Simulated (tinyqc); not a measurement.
# IGBT as a p-i-n diode in series with a MOS channel, on-state and switching loss: what changes with what

High injection (n = p) in a drift layer from x = -W/2 (anode) to +W/2 (cathode side), recombination only in the layer with lifetime tau, ideal emitters. The channel feeds the cathode side and carries the whole current. Auger recombination, carrier-carrier scattering, emitter losses and the carrier dip under the p body are left out.

Inputs (values chosen for the exercise); material values close to those of silicon: temperature T = 350 K; band gap Eg = 1.12 eV; conduction-band density of states at T Nc = 3.48e19 cm^-3; valence-band density of states at T Nv = 3.31e19 cm^-3; electron mobility mn = 997 cm^2/(V s); hole mobility mp = 342 cm^2/(V s); width of the drift layer W = 200 um; doping of the drift layer Nd = 3.5e13 cm^-3; high-injection lifetime tau = 1.6 us; current density J = 50 A/cm^2; channel and accumulation resistance Rch = 0.63 mohm cm^2; link voltage Vdc = 1200 V; turn-off energy per stored charge and link voltage ks = 0.05; switching frequency f = 5 kHz.

Constants: q = 1.602176634e-19 C, kB = 1.380649e-23 J/K, Vt = kB T/q. Results are converted to the units shown.

Each table varies one quantity; the others keep the values above.

## Effect of the current density

b = mn/mp, B = (b - 1)/(b + 1), La = sqrt(2 Vt mn mp tau/(mn + mp)), y = W/(2 La). n(x) = (tau J/(2 q La))[cosh(x/La)/sinh y - B sinh(x/La)/cosh y]. Vm = Vt [(8 b/(b + 1)^2)(sinh y/s) arctan(s sinh y) + B ln((1 + B tanh^2 y)/(1 - B tanh^2 y))], s = sqrt(1 - B^2 tanh^2 y); Vj = Vt ln(n(-W/2) n(W/2)/ni^2), ni = sqrt(Nc Nv) exp(-Eg/(2 Vt)), Eg in volts; Vc = J Rch; Von = Vm + Vj + Vc. Stored charge tau J, turn-off energy Eoff = ks tau J Vdc, loss at half duty 0.5 J Von + f Eoff. A unipolar device on the same layer has Vu = J (W/(q mn Nd) + Rch).

The same in every row: y = 2.017.

Effect of the current density:
```
J (A/cm^2)  Von (V)  Vu (V)  Eoff (mJ/cm^2)  total loss (W/cm^2)
0.3          0.6729   1.073         0.02880               0.2449
0.76         0.7293   2.719         0.07296               0.6419
1.9          0.7853   6.798          0.1824                1.658
4.8          0.8430   17.17          0.4608                4.327
12           0.9028   42.94           1.152                11.18
31           0.9720   110.9           2.976                29.95
78            1.057   279.1           7.488                78.67
200           1.191   715.6           19.20                215.1
500           1.435    1789           48.00                598.8
```

What does the table show?

As J goes from 0.3 to 500 A/cm^2, Von rises from 0.673 to 1.44 V, Eoff rises from 0.0288 to 48.0 mJ/cm^2 and the total loss rises from 0.245 to 599 W/cm^2. Von is below Vu in 9 of the 9 rows. At J = 0.3 A/cm^2 the injected density falls below 5 Nd somewhere, so high injection is doubtful. For J = 200 to 500 A/cm^2 the density at the anode passes 2e17 cm^-3, where Auger recombination and emitter losses matter.

## Effect of the switching frequency

Same model as above.

The same in every row: y = 2.017; Von (V) = 1.013; Vu (V) = 178.9; Eoff (mJ/cm^2) = 4.800.

Effect of the switching frequency:
```
f (kHz)  total loss (W/cm^2)
0.3                    26.76
0.64                   28.39
1.4                    32.04
2.9                    39.24
6.2                    55.08
13                     87.72
28                     159.7
60                     313.3
```

Read the table: what changes, and by how much?

As f goes from 0.3 to 60 kHz, Von stays at 1.01 V, Eoff stays at 4.80 mJ/cm^2 and the total loss rises from 26.8 to 313 W/cm^2. Von is below Vu in 8 of the 8 rows.

## Effect of the channel and accumulation resistance

Same model as above.

The same in every row: y = 2.017; Eoff (mJ/cm^2) = 4.800.

Effect of the channel and accumulation resistance:
```
Rch (mohm cm^2)  Von (V)  Vu (V)  total loss (W/cm^2)
0.2               0.9913   178.9                48.78
0.4                1.001   178.9                49.03
0.78               1.020   178.9                49.51
1.5                1.056   178.9                50.41
3.1                1.136   179.0                52.41
6.1                1.286   179.2                56.16
12                 1.581   179.5                63.53
```

As Rch goes from 0.2 to 12 mohm cm^2, Von rises from 0.991 to 1.58 V, Eoff stays at 4.80 mJ/cm^2 and the total loss rises from 48.8 to 63.5 W/cm^2. Von is below Vu in 7 of the 7 rows.

Numbers from tinyqc (`OMP_NUM_THREADS=1 python tinyqc.py 2590132 2590133 out.jsonl`; about 0.01 s on one thread of a shared Intel Xeon 2.30GHz).
